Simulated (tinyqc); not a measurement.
# Changing the temperature T

Model: scattering rates of a carrier in a spherical band by Fermi's golden rule. Computed by tinyqc, a small Python program. Command: `OMP_NUM_THREADS=1 python tinyqc.py 3016913 3016914 out.jsonl scatter sweep`. One thread of a shared host (Intel(R) Xeon(R) Processor @ 2.30GHz), about 0.01 s of CPU time with the checks.

All processes here are isotropic or elastic, and the rate listed is the momentum relaxation rate.

Inputs (values chosen for the exercise, modelled on electrons in diamond):

| quantity | value | unit |
|---|---|---|
| density-of-states mass of one valley m | 0.485 | m_0 |
| non-parabolicity alpha | 0.19 | 1/eV |
| static permittivity eps_s | 5.7 | - |
| density rho | 3515 | kg/m^3 |
| sound velocity v_l | 17800 | m/s |
| acoustic deformation potential D_A | 9.6 | eV |
| phonon energy hbar w | 137 | meV |
| optical or intervalley deformation potential D_o | 7.5 | 1e8 eV/cm |
| final valleys Z_f | 5 | - |
| ionised impurity density N_I | 5.5e+17 | 1/cm^3 |
| carrier energy E | 150 | meV |

Crystal: non-polar. Band: Kane. Impurity formula: Brooks-Herring. Further scattering: none.

Constants: k_B = 8.617333262e-05 eV/K; eps_0 = 8.8541878128e-12 F/m; k_B = 1.380649e-23 J/K; e = 1.602176634e-19 C; hbar = 1.054571817e-34 J s; m_0 = 9.1093837015e-31 kg; hbar = 6.582119569e-16 eV s.

Method:
- Phonon occupation N_q = 1/(exp(hbar w/(k_B T)) - 1).
- Debye screening by free carriers of density N_I: L_s = sqrt(eps_s eps_0 k_B T/(e^2 N_I)).
- Kane band: hbar^2 k^2/(2 m) = E (1 + alpha E), speed v = hbar k/(m (1 + 2 alpha E)), states per spin, volume and energy g(E) = m k (1 + 2 alpha E)/(2 pi^2 hbar^2); overlap factors are set to 1. Masses are multiplied by m_0 and all formulas are in SI units.
- Acoustic deformation potential (elastic, equipartition, absorption and emission together): 1/tau = 2 pi k_B T D_A^2 g(E)/(hbar rho v_l^2).
- Singly charged impurities, momentum relaxation: 1/tau = N_I e^4 m (1 + 2 alpha E) Phi/(8 pi (eps_s eps_0)^2 hbar^3 k^3), with alpha = 0 for a parabolic band.
- Brooks-Herring: Phi = ln(1 + b) - b/(1 + b), b = 4 k^2 L_s^2.
- Optical or intervalley deformation potential: 1/tau = (pi Z_f D_o^2/(rho w)) [N_q g(E + hbar w) + (N_q + 1) g(E - hbar w)], with g = 0 below the band edge.
- Rates add: 1/tau_m is the sum, and the mean free path is v tau_m.

One run for each value:

| temperature T (K) | acoustic rate (1/s) | ionised-impurity rate (1/s) | N_q | momentum relaxation time tau_m (fs) | mean free path (nm) |
|---|---|---|---|---|---|
| 60 | 3.1255e+11 | 1.8266e+12 | 3.1082e-12 | 213.08 | 67.434 |
| 82 | 4.2715e+11 | 2.0646e+12 | 3.8009e-09 | 198.19 | 62.722 |
| 110 | 5.7301e+11 | 2.2926e+12 | 5.2867e-07 | 184.52 | 58.395 |
| 150 | 7.8137e+11 | 2.5367e+12 | 2.4947e-05 | 170.29 | 53.891 |
| 200 | 1.0418e+12 | 2.7655e+12 | 3.5311e-04 | 157.06 | 49.706 |
| 280 | 1.4586e+12 | 3.0351e+12 | 3.4324e-03 | 140.79 | 44.555 |
| 380 | 1.9795e+12 | 3.2813e+12 | 1.5477e-02 | 124.00 | 39.243 |
| 510 | 2.6567e+12 | 3.5195e+12 | 4.6328e-02 | 105.51 | 33.391 |
| 700 | 3.6464e+12 | 3.7767e+12 | 1.1507e-01 | 84.51 | 26.743 |

Over the rows, acoustic rate (1/s) rises from 3.13e11 to 3.65e12 (exponent d ln y / d ln x about 1.0 throughout); ionised-impurity rate (1/s) rises from 1.83e12 to 3.78e12 (exponent d ln y / d ln x 0.39 between the first rows and 0.22 between the last); N_q rises from 3.11e-12 to 0.115 (exponent d ln y / d ln x 23 between the first rows and 2.9 between the last). The exponent of acoustic rate stays at 1: equipartition makes the phonon number proportional to T. At fixed E the impurity rate depends on T only through the screening length.

Caution (rows 60.0): the doping exceeds half the effective density of states of one valley, so Debye screening (where used) and free final states are rough assumptions. Caution (rows 60.0, 82.0, 110, 150, 200, 280, 380, 510): the largest acoustic phonon energy 2 hbar v_l k is not small against k_B T, so equipartition is a rough assumption. Caution (all rows): k times the effective Bohr radius is below 1, so the Born approximation behind the Brooks-Herring rate is rough.

Extremes, crossings and ranges named in words are read from the listed rows.
